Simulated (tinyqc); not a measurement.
# Gate work function from the charge

Question. For an undoped double gate, Q = 8 eps0 eps_r Vt beta tan(beta)/ts with 0 < beta < pi/2, and at the source (Vg - dphi)/(2 Vt) - ln[(2/ts) sqrt(2 eps0 eps_r Vt/(q ni))] = ln(beta) - ln(cos beta) + 2 r beta tan(beta), r = eps_r tox/(eox ts). Find beta and dphi.

Values chosen for this exercise; material values close to those of silicon:
- T = 293 K (temperature)
- eps_r = 11.6 (relative permittivity of the semiconductor)
- eox = 8.83 (relative permittivity of the gate insulator)
- tox = 2.8 nm (insulator thickness)
- ts = 12 nm (body thickness)
- Vg = 0.7 V (gate voltage)

Constants: q = 1.602176634e-19 C, kB = 1.380649e-23 J/K, Vt = kB T/q, eps0 = 8.8541878128e-14 F/cm where lengths are in cm. Results are converted to the units shown.

Qs = 1531.7422 nC/cm^2
ni = 4.1019546e9 cm^-3

Solution. beta tan(beta) rises from 0 without bound on the interval, so the charge fixes beta; the second relation is then explicit in dphi. At this charge the surface density passes 0.3 Nc, so the classical Boltzmann model is only formal.

beta = 1.41
dphi = -0.170 V

Numbers from tinyqc (`OMP_NUM_THREADS=1 python tinyqc.py 2440083 2440084 out.jsonl`; about 0.01 s on one thread of a shared Intel Xeon 2.30GHz).
